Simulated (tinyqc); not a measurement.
Changing the temperature T: q-state Potts model on a small periodic square lattice: enumeration, Metropolis, heat-bath and Wolff steps. Computed by tinyqc, a small Python program. Command: `OMP_NUM_THREADS=1 python tinyqc.py 3110897 3110898 out.jsonl potts sweep`. One thread of a shared host (Intel(R) Xeon(R) Processor @ 2.30GHz), about 0.01 s of CPU time with the checks.

E = -J x (number of nearest-neighbour bonds with equal states); n x n sites with periodic edges have 2 n^2 bonds. Order parameter m = (q f - 1)/(q - 1), f being the largest share of one state. Sites are numbered row by row from 0. Here q = 2 and n = 4.

Inputs (values chosen for the exercise, for a model of domains or grain orientations): number of states q = 2; edge n = 4; coupling J = 70 meV.

Constants: k_B = 8.617333262e-05 eV/K.

Method:
- K = J/(k_B T); the infinite square lattice orders at K_c = ln(1 + sqrt(q)); Wolff bond probability p = 1 - exp(-K).
- All q^(n^2) states are counted by their number b of equal bonds; weights g(b) exp(K b), K = J/(k_B T). Per site: u = -J <b>/n^2, c/k_B = K^2 (<b^2> - <b>^2)/n^2.
- ln Z = ln sum g(b) exp(K b); entropy per site s/k_B = (ln Z - K <b>)/n^2.
- The same sums with m: <m> and the Binder ratio U = 1 - <m^4>/(3 <m^2>^2).

One run for each value:
```
temperature T (K)  heat capacity c (k_B/site)  entropy s (k_B/site)     <m>  energy u (meV/site)
280                                 1.246e-03                0.0434  1.0000               -140.0
373                                 1.327e-02                0.0450  0.9997               -140.0
498                                 7.564e-02                0.0558  0.9965               -139.5
664                                 2.912e-01                0.1028  0.9760               -137.1
885                                 7.385e-01                0.2492  0.8718               -127.2
1180                                6.535e-01                0.4709  0.6288               -107.7
1570                                2.691e-01                0.5975  0.4340                -93.1
2100                                1.086e-01                0.6483  0.3346                -85.3
2800                                5.108e-02                0.6700  0.2844                -80.8
```

Over the rows, heat capacity c (k_B/site) goes from 0.00125 through a maximum among these rows, 0.738 at 885, to 0.0511; entropy s (k_B/site) rises from 0.0434 to 0.670 (exponent d ln y / d ln x 0.12 between the first rows and 0.11 between the last); <m> falls from 1.000 to 0.284 (exponent d ln y / d ln x -0.0011 between the first rows and -0.57 between the last). The entropy runs between ln(q)/n^2 = 0.043 and ln q = 0.693 k_B per site.

Extremes, crossings and ranges named in words are read from the listed rows.
